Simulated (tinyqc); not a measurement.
From results back to parameters: sp3s* tight binding. Two cases, with inputs chosen for the exercise.

Problem. Without spin-orbit coupling the s levels at Gamma are the roots of [[Esa, Vss], [Vss, Esc]], the p levels those of [[Epa, Vxx], [Vxx, Epc]], and the doubly degenerate valence level at X is the lower root of [[Epa, Vxy], [Vxy, Epc]]. The atomic differences are given; the levels below come from hidden parameters.

Find: Esa, Esc, Epa, Epc; |Vss|, |Vxx|, |Vxy|.

Method. The mean of a pair of roots is the mean of the two levels, which with the given difference fixes both; half the splitting, squared, less a quarter of the squared difference is V^2. At X the lower root lies sqrt((dEp/2)^2 + Vxy^2) below the mean p level.

Case 1.

Values chosen (out of a larger set: near a published set for GaAs, fitted to gaps, whose masses and valley positions are rough; not measured data): dEs = 5.687 eV (Esc - Esa); dEp = 2.635 eV (Epc - Epa).

s levels at Gamma (eV): -12.54481  1.54581

p levels at Gamma (eV): -0.00249  4.71749

valence level X5 = -2.88379 eV

Solution.

Esa, Esc, Epa, Epc (eV): -8.343  -2.656  1.040  3.675

|Vss|, |Vxx|, |Vxy| (eV): 6.446  1.958  5.073

Case 2.

Values chosen (out of a larger set: near a published set for GaAs, fitted to gaps, whose masses and valley positions are rough; spin-orbit coupling, where it is added without a refit, lifts the valence top and shrinks all gaps by about a third of the splitting; not measured data): dEs = 5.64 eV (Esc - Esa); dEp = 2.611 eV (Epc - Epa).

s levels at Gamma (eV): -12.50179  1.52779

p levels at Gamma (eV): -0.00548  4.70448

valence level X5 = -2.86555 eV

Solution.

Esa, Esc, Epa, Epc (eV): -8.307  -2.667  1.044  3.655

|Vss|, |Vxx|, |Vxy| (eV): 6.423  1.960  5.049

Computed by tinyqc, one run a case: `OMP_NUM_THREADS=1 python tinyqc.py N N+1 out.jsonl` with N = 1480302, 1480341; one thread of a shared Intel(R) Xeon(R) Processor @ 2.30GHz, about 0.2 s a run at most.
